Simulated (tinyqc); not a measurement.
Keating valence-force model of a tetrahedral crystal: one step, computed by the program tinyqc.

Atom A sits at 0 and atom B at a/4 (1,1,1) of an fcc lattice; the four bonds from A are t = a/4 (1,1,1), a/4 (1,-1,-1), a/4 (-1,1,-1), a/4 (-1,-1,1), of length d = sqrt(3) a/4. Energy: E = (3 alpha/(8 d^2)) sum over bonds (r.r - d^2)^2 + (3 beta/(8 d^2)) sum over pairs of bonds at one atom (r_i.r_j + d^2/3)^2; both atoms have the mass M. The cell holds two atoms, Omega = a^3/4. 1 N/m = 1 J/m^2. With constants fitted to the elastic moduli this model puts optical and zone-boundary frequencies of real crystals too high, by up to about 20 % in elemental crystals and up to about 50 % in compounds, and mostly by more for TA modes; in compounds the lattice part of the static dielectric constant then comes out too low.

Task: Frequencies at the zone boundary. With displacements u exp(i q.r), each bracket changes by g.u, where g = (g_A, g_B): bond t, g = (-2 t, 2 t exp(i q.t)); pair (i, j) at A, g = (-(t_i + t_j), t_i exp(i q.t_j) + t_j exp(i q.t_i)); pair at B, g = (-t_i exp(-i q.t_j) - t_j exp(-i q.t_i), t_i + t_j). Then D_mn = sum over the 4 bonds and 12 pairs of (4 k/a^2) conj(g_m) g_n / sqrt(M_m M_n), with k = alpha or beta converted to eV/angstrom^2. An eigenvalue lambda of D in eV/(angstrom^2 u) gives nu = 15.6333042 THz x sqrt(lambda).

Inputs (values chosen for the exercise, modelled on germanium): atomic mass M = 72.63 u; bond stretching alpha = 40.2 N/m; bond bending beta = 12.1 N/m.

Structure: diamond.

Constants: nu for 1 eV/(angstrom^2 u) = 15.6333042 THz; 1 eV/angstrom^2 = 16.02176634 J/m^2.

Give: Frequencies (THz) at points given in 2 pi/a.

Result:

Frequencies (THz) at points given in 2 pi/a:
```
point               nu 1   nu 2   nu 3   nu 4   nu 5   nu 6
X (1, 0, 0)        4.509  4.509  7.355  7.355  8.219  8.219
L (0.5, 0.5, 0.5)  3.188  3.188  7.066  7.294  8.815  8.815
W (1, 0.5, 0)      4.987  4.987  6.629  6.629  8.554  8.554
K (0.75, 0.75, 0)  4.166  5.405  6.542  6.961  8.398  8.670
```

At X the two longitudinal modes are degenerate (7.36 THz), as the diamond symmetry demands.
